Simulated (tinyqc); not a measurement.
Charge control and current of a heterostructure field-effect transistor: one step, computed by the program tinyqc. Command: `OMP_NUM_THREADS=1 python tinyqc.py 3029881 3029882 out.jsonl hemt walk`. One thread of a shared host (Intel(R) Xeon(R) Processor @ 2.30GHz), about 0.01 s of CPU time with the checks.

Two subbands in a triangular well; E_F is counted from the conduction band edge of the channel at the interface.

Task: Levels and gate capacitance. Charge control: n_s = C_b (V_G - V_T - E_F/e)/e. Well: mean field F = e n_s/(2 eps eps_0), E_i = (hbar^2/2m)^(1/3) [(3 pi e F/2)(i + 3/4)]^(2/3), i = 0, 1; n_s = D k_B T sum_i ln(1 + exp((E_F - E_i)/k_B T)), D = m/(pi hbar^2), which is solved in closed form for E_F. C_g = e dn_s/dV_G = 1/(1/C_b + 1/C_q), 1/C_q = d(E_F/e)/d(e n_s) by a central difference of +/- 0.1 % in n_s; added distance dd = eps eps_0/C_q.

Inputs (values chosen for the exercise, modelled on AlGaAs/GaAs):

| quantity | value | unit |
|---|---|---|
| channel mass m | 0.067 | m_0 |
| permittivity eps (barrier and channel) | 12.4 | - |
| conduction band offset dE_c | 0.26 | eV |
| temperature T | 77 | K |
| spacer between delta layer and channel | 2.5 | nm |

Charge source: delta doping. Velocity law: smooth.

sheet density n_s = 3.562806e+12 1/cm^2

barrier capacitance C_b = 0.3921140 microfarad/cm^2

Constants: k_B = 8.617333262e-05 eV/K; e = 1.602176634e-19 C; eps_0 = 8.8541878128e-12 F/m; hbar = 1.054571817e-34 J s; m_0 = 9.1093837015e-31 kg; k_B = 1.380649e-23 J/K.

Give: E_0; E_1; E_F; share in the second subband; gate capacitance C_g; added distance dd.

Result:

E_0 = 168.7 meV

E_1 = 296.8 meV

E_F = 293.0 meV

share in the second subband = 2.344 %

gate capacitance C_g = 0.3389 microfarad/cm^2

added distance dd = 4.397 nm

C_g is 86 % of C_b: the finite density of states and the rise of E_0 act as 4.4 nm of extra barrier. Caution: E_F lies above the conduction band minimum of the barrier, so electrons would spill into the barrier.
